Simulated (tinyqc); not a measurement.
Pelgrom slope, floor and doping from two device sizes.

Problem. s^2 = A^2/(L W) + s0^2, with s0 independent of size and A = (q/Cox) sqrt(Na Wd/3) from random dopants alone, Cox = 3.9 eps0/ti. Find A, s0 and Na.

Parameters, values chosen for the exercise: oxide-equivalent thickness in inversion ti = 2.4 nm.

Constants: q = 1.602176634e-19 C, eps0 = 8.8541878128e-14 F/cm where lengths are in cm. Results are converted to the units shown.

s for gate areas 0.0024 and 0.022 um^2 (mV): 31.9475146  10.6732224
Wd = 21.8874326 nm

Solution. s^2 is linear in 1/area: slope A^2, intercept s0^2.

A = 1.56 mV um
s0 = 1.70 mV
Na = 2.70e18 cm^-3

Computed by the program tinyqc: `OMP_NUM_THREADS=1 python tinyqc.py 2090028 2090029 out.jsonl`, one thread of a shared Intel Xeon 2.30GHz, about 0.01 s for the whole run.
